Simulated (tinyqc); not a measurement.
Changing the atoms per cluster m: solid solubility of a dopant against its melt (retrograde solidus), clustering and the electrically active fraction. Computed by tinyqc, a small Python program. Command: `OMP_NUM_THREADS=1 python tinyqc.py 3030376 3030377 out.jsonl retro sweep`. One thread of a shared host (Intel(R) Xeon(R) Processor @ 2.30GHz), about 0.01 s of CPU time with the checks.

Inputs (values chosen for the exercise):
```
quantity                                       value            unit
total dopant density N_t                     2.1e+21          1/cm^3
cluster scale N* at 1273 K                   5.4e+20          1/cm^3
activation energy E_b of the cluster scale      0.39              eV
anneal temperature T_a                          1175               K
prefactor of n_i                            3.87e+16  1/(cm^3 K^1.5)
energy E_i in n_i                              0.608              eV
mobility mu                                       55      cm^2/(V s)
```

Clustering: clusters that take up free electrons.

Constants: k_B = 8.617333262e-05 eV/K; e = 1.602176634e-19 C.

Method. A highly soluble donor (another dopant than that of the solidus) is limited by clustering. Donors N_a are active, and clusters hold m atoms each: N_t = N_a + m C, m C = N* (N_a/N*)^m (n/N*)^m, each atom taking one electron, n = N_a/2 + sqrt(N_a^2/4 + n_i^2), n_i = prefactor x T^1.5 exp(-E_i/(k_B T)), with N*(T) = N*(1273 K) exp[-(E_b/k_B)(1/T - 1/1273)]. Resistivity = 1/(e mu N_a).

One run for each value:
```
atoms per cluster m  active density N_a (1/cm^3)  active fraction
2                                     5.6165e+20          0.26745
3                                     5.0519e+20          0.24057
4                                     4.7798e+20          0.22761
5                                     4.6203e+20          0.22001
6                                     4.5157e+20          0.21503
```

Describe the trends.

Over the rows, active density N_a (1/cm^3) falls from 5.62e20 to 4.52e20 (exponent d ln y / d ln x -0.26 between the first rows and -0.13 between the last); active fraction falls from 0.267 to 0.215 (exponent d ln y / d ln x -0.26 between the first rows and -0.13 between the last).

Caution (all rows): this clustering law is a generic form; degeneracy and a doping-dependent mobility are left out.
